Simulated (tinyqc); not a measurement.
Lossy on-chip transmission line with skin effect: one step of the calculation.

A uniform line in a homogeneous dielectric: c = sqrt(er)/(c0 Z0), l = Z0 sqrt(er)/c0 (c0 = 299792458 m/s), g = w c td, w = 2 pi f. The resistance joins its limits as r = sqrt(r_dc^2 + r_hf^2), with r_dc = rho/(wd th), r_hf = kr rho/(2 delta (wd + th)), delta = sqrt(rho/(pi f mu0)), mu0 = 4 pi 1e-7 H/m; this is an interpolation, and internal inductance, up to 0.05 nH/mm at low frequency, is neglected.

Task. Reflection, input impedance and transfer. ZL = 1/(1/RL + i w CL); reflection (ZL - Zc)/(ZL + Zc); Zin = Zc (ZL + Zc tanh(gamma len))/(Zc + ZL tanh(gamma len)); H = V_load/V_source = [Zin/(Zin + Rg)]/[cosh(gamma len) + (Zc/ZL) sinh(gamma len)].

Parameters, values chosen for the exercise: source resistance Rg = 25 ohm; load resistance RL = 1000 ohm; load capacitance CL = 0 fF; frequency f = 9.3 GHz.

gamma len = 0.05804865+0.25380568i
Zc = 46.217253-10.085246i ohm

Find: ZL; reflection at the load; Zin; H; |H|.

Result.

ZL = 1000.0+0.0i ohm
reflection at the load = 0.91147+0.01843i
Zin = 36.07-171.85i ohm
H = 0.97468-0.15815i
|H| = -0.10991 dB

Computed by the program tinyqc: `OMP_NUM_THREADS=1 python tinyqc.py 2810116 2810117 out.jsonl`, one thread of a shared Intel Xeon 2.30GHz, about 0.01 s for the whole run.
